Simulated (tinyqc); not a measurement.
RKS/exchange-only LDA in the sto-3g basis, for BeH2, spin multiplicity 1, step by step. One step of it, computed by the program tinyqc.

Task: Iteration 2: DIIS coefficients. Solve [B -1; -1 0][c; lambda] = [0; -1] for the coefficients, which sum to one.

B (overlaps of the stored error matrices):
$$\begin{pmatrix}
3.0867509e-01 & -1.5627952e-01 \\
-1.5627952e-01 & 1.1489962e-01
\end{pmatrix}$$

Give: DIIS coefficients.

Result:

DIIS coefficients: [0.3684, 0.6316]
